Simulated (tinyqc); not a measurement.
Admittance spectroscopy and thermally stimulated current of one trap level in a depletion layer. Inputs raised by 10 %, one at a time. Computed by tinyqc, a small Python program. Command: `OMP_NUM_THREADS=1 python tinyqc.py 3113784 3113785 out.jsonl admit sens`. One thread of a shared host (Intel(R) Xeon(R) Processor @ 2.30GHz), about 0.01 s of CPU time with the checks.

A Schottky junction on n-type material holds one donor-like electron trap; shallow donors are fully ionised and abrupt depletion edges are assumed.

Inputs (values chosen for the exercise, modelled on n-type germanium): dielectric constant eps = 16.4; density-of-states mass m = 0.548 m_0; shallow doping N = 2.8e+16 1/cm^3; trap density N_t = 1.2e+15 1/cm^3; trap depth E_t below the band = 0.254 eV; capture cross section sigma = 3.6e-16 cm^2; band bending V_b = 0.41 V; test frequency f = 600 Hz; heating rate beta = 0.24 K/s.

Constants: k_B = 1.380649e-23 J/K; m_0 = 9.1093837015e-31 kg; h = 6.62607015e-34 J s; k_B = 8.617333262e-05 eV/K; eps_0 = 8.8541878128e-12 F/m; e = 1.602176634e-19 C.

Method:
- N_c = 2 (2 pi m k_B T/h^2)^(3/2), v_th = sqrt(3 k_B T/m), emission rate e_n = sigma v_th N_c exp(-E_t/(k_B T)).
- Where the level crosses the Fermi level capture equals emission, so the trap follows the signal with the rate 2 e_n; G/omega peaks at omega = 2 e_n (the correction for large N_t/N is left out).
- Solve 2 e_n(T_p) = 2 pi f.
- With E_c - E_F = k_B T_p ln(N_c/N): lambda = sqrt(2 eps eps_0 (E_t - (E_c - E_F))/(e^2 N)); traps are empty and charged for x < x_t = w - lambda, and V_b = e (N w^2 + N_t x_t^2)/(2 eps eps_0). High frequency: C_hf = eps eps_0/w. Low frequency: C_lf = eps eps_0 (N + N_t)/(N w + N_t x_t).
- Thermally stimulated current without retrapping: filled share n(T) = exp(-(1/beta) int e_n dT), current proportional to e_n n; the peak obeys beta (E_t/(k_B T^2) + 2/T) = e_n(T). The integral starts at 0.5 T_m and uses 4000 trapezoid steps to 1.2 T_m.
- Chen's first-order estimate from the full width W = T_2 - T_1 between the half-height points: E = 2.52 k_B T_m^2/W - 2 k_B T_m.

Runs:
```
input moved                            from        to  peak temperature T_p (K)  step (C_lf - C_hf)/C_hf  peak temperature T_m (K)  C_hf (nF/cm^2)
base run                                  -         -                    181.56                 0.027544                    114.67          89.361
trap depth E_t below the band (eV)    0.254    0.2794                    197.65                 0.028817                    124.93          89.323
capture cross section sigma (cm^2)  3.6e-16  3.96e-16                    180.62                 0.027588                    114.30          89.359
shallow doping N (1/cm^3)           2.8e+16  3.08e+16                    181.56                 0.025177                    114.67          93.697
trap density N_t (1/cm^3)           1.2e+15  1.32e+15                    181.56                 0.030262                    114.67          89.383
band bending V_b (V)                   0.41     0.451                    181.56                 0.026241                    114.67          85.242
test frequency f (Hz)                   600       660                    182.51                 0.027500                    114.67          89.362
density-of-states mass m (m_0)        0.548    0.6028                    180.62                 0.027408                    114.30          89.365
```

Exponents ln(y'/y) / ln(x'/x):
```
input                          peak temperature T_p  step (C_lf - C_hf)/C_hf  peak temperature T_m    C_hf
trap depth E_t below the band                 0.891                    0.474                 0.899  -0.004
capture cross section sigma                  -0.055                    0.017                -0.034   0.000
shallow doping N                              0.000                   -0.943                 0.000   0.497
trap density N_t                              0.000                    0.987                 0.000   0.003
band bending V_b                              0.000                   -0.508                 0.000  -0.495
test frequency f                              0.055                   -0.017                 0.000   0.000
density-of-states mass m                     -0.055                   -0.052                -0.034   0.000
```

Among the inputs moved here: peak temperature T_p answers most in size to trap depth E_t below the band (exponent +0.891), next to capture cross section sigma (-0.055); its exponent is below 0.0005 for shallow doping N, trap density N_t, band bending V_b. Step (C_lf - C_hf)/C_hf answers most in size to trap density N_t (exponent +0.987), next to shallow doping N (-0.943). Its exponent +0.987 in trap density N_t: a dilute trap. Peak temperature T_m answers most in size to trap depth E_t below the band (exponent +0.899), next to capture cross section sigma (-0.034); its exponent is below 0.0005 for shallow doping N, trap density N_t, band bending V_b, test frequency f. C_hf answers most in size to shallow doping N (exponent +0.497), and about equally to band bending V_b (-0.495); its exponent is below 0.0005 for capture cross section sigma, test frequency f, density-of-states mass m. Its exponent -0.495 in band bending V_b: w grows as sqrt(V_b).

Extremes, crossings and ranges named in words are read from the listed rows.
